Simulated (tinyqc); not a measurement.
Precursor delivery and alloy composition in metal-organic vapour-phase epitaxy: one step, computed by the program tinyqc. Command: `OMP_NUM_THREADS=1 python tinyqc.py 3029470 3029471 out.jsonl movpe walk`. One thread of a shared host (Intel(R) Xeon(R) Processor @ 2.30GHz), about 0.01 s of CPU time with the checks.

Carrier gas leaves each bubbler saturated. Group-III species cross a boundary layer and react at the surface; element 2 can also desorb. The film is (1)_(1-x) (2)_x V with a zinc-blende cell.

Question. Composition and growth rate. Loss of element 2 is r x with r = prefactor x exp(-energy/(k_B T)). Then x = (g2 - r x)/(g1 + g2 - r x), or r x^2 - (g1 + g2 + r) x + g2 = 0, smaller root; growth rate G = g1/(1 - x) layers/s; one layer is a/2 thick, 1 angstrom/s = 0.36 um/h. Temperatures in kelvin are T(C) + 273.15. Distribution coefficient = [x/(1 - x)]/[x_g/(1 - x_g)], x_g = g2/(g1 + g2).

Inputs (values chosen for the exercise, close to those used for AlGaAs from TMAl and TEGa):
```
quantity                              value      unit
source 1: bath temperature               17         C
source 2: bath temperature               16         C
prefactor of the loss of element 2  2.6e+17  layers/s
energy of the loss                     3.61        eV
lattice constant a                    5.655  angstrom
growth temperature T                    650         C
```

arrival rates (layers/s): g1 1.552476, g2 0.7363786

Constants: k_B = 8.617333262e-05 eV/K.

Give: loss rate r; solid share x; growth rate G; distribution coefficient.

Answer.

loss rate r = 0.0050910 layers/s

solid share x = 0.32124

growth rate G = 2.3282 um/h

distribution coefficient = 0.99778

Desorption is negligible, so the solid copies the gas. Caution: trimethylaluminium is largely a dimer in the vapour, which would double its metal flow; it is counted as a monomer here. Caution: the lattice constant is held fixed as x changes, delta does not respond to the flow, both precursors share one D and k_s, and gas-phase side reactions are left out.
